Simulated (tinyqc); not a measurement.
Worked calculation: deep level with several charge states, and Shockley-Read-Hall recombination. Values are carried at full precision from step to step, so a last printed digit may differ when a step is redone from the rounded ones.

Energies from Ev. The defect has charge states +1, 0, -1 with weights 1, gm exp((EF - E1)/kT), exp((2 EF - E1 - E2)/kT); the shares are the weights over their sum. Boltzmann carriers: n = Nc exp((EF - Eg)/kT), p = Nv exp(-EF/kT). Neutrality: p - n + Nd + Nt <q> = 0.

Constants: kB = 8.617333262e-05 eV/K.

Values chosen for the exercise (gap and densities of states near those of SiC at this temperature; shifted at random, so the results belong to these values and not to a real crystal): Eg = 3.227 eV (gap); Nc = 1.83e+19 1/cm^3 (conduction-band density of states); Nv = 3.24e+19 1/cm^3 (valence-band density of states); T = 300 K; E1 = 1.498 eV (level (+1/0) above Ev); E2 = 1.724 eV (level (0/-1) above Ev); gm = 2 (degeneracy of the middle state, the others 1); Nt = 1.3e+16 1/cm^3 (defects); Nd = 1.2e+16 1/cm^3 (ionised shallow donors minus acceptors); E_try = 1.478 eV (trial Fermi level); Et = 1.498 eV (recombination level above Ev); sn = 2.8e-15 cm^2 (electron capture cross-section); sp_ = 2.3e-15 cm^2 (hole capture cross-section); vth = 20000000 cm/s (thermal velocity, both carriers); Nm = 1.3e+17 1/cm^3 (equilibrium electrons for the lifetime steps); dn = 5e+15 1/cm^3 (excess pairs).

## Charge states at a trial Fermi level

Form the exponents, the shares, the mean charge and the residual of neutrality at EF = E_try.

exponents of the second and third weights: [-0.774, -10.289]

shares: +1 0.5201, 0 0.4799, -1 0.0000

<q> = 0.5201

n, p (1/cm^3): [7.60e-11, 4.80e-06]

residual = 1.88e+16 1/cm^3

The residual is positive, so EF must rise.

## The neutral state

Solve for EF.

EF = 1.8062 eV

shares at EF: +1 0.000, 0 0.077, -1 0.923

n = 2.47e-05 1/cm^3
p = 1.47e-11 1/cm^3

Without the defects the majority density would be 1.20e+16 1/cm^3; with them the density of these carriers is 2.47e-05, so the defects have removed nearly all of those carriers. Most defects are in the state -1.

## Recombination through one level

One level at Et with degeneracy 1: tn = 1/(sn vth Nt), tp = 1/(sp_ vth Nt), n1 = Nc exp((Et - Eg)/kT), p1 = Nv exp(-Et/kT), ni^2 = n1 p1. Equilibrium n0 = Nm, p0 = ni^2/Nm; n = n0 + dn, p = p0 + dn. U = (n p - ni^2)/(tp (n + n1) + tn (p + p1)), lifetime dn/U; emission rates en = sn vth n1, ep = sp_ vth p1.

Evaluate each quantity.

tn, tp (microsecond): [0.001374, 0.001672]

n1, p1 (1/cm^3): [1.65e-10, 2.21e-06]

U = 2.90e+24 1/(cm^3 s)
lifetime = 0.00172 microsecond

The lifetime is 1.030 times the minority capture time tp and 0.566 times tn + tp, the limit of high injection.

## Emission and generation in a depleted region

With n = p = 0 the level generates pairs at G = Nt en ep/(en + ep); generation lifetime tg = ni/G; current density e G W for a width W = 1 micrometre, e = 1.602176634e-19 C.

en, ep (1/s): [9.22e-18, 1.02e-13]

G = 0.120 1/(cm^3 s)
tg = 0.159 microsecond
current density = 1.92e-24 A/cm^2

The slower step, electron emission, limits the rate: en/ep = 9.05e-05.

## Checks

- U against hole capture minus emission at the steady occupation of the level (1/(cm^3 s)): both 2.902e+24.

Computed by tinyqc, a small Python program: `OMP_NUM_THREADS=1 python tinyqc.py 1650455 1650456 out.jsonl` (the numbers bound the seed that draws the inputs); one thread of a shared host (Intel(R) Xeon(R) Processor @ 2.30GHz), about 0.01 s for the whole set of steps.
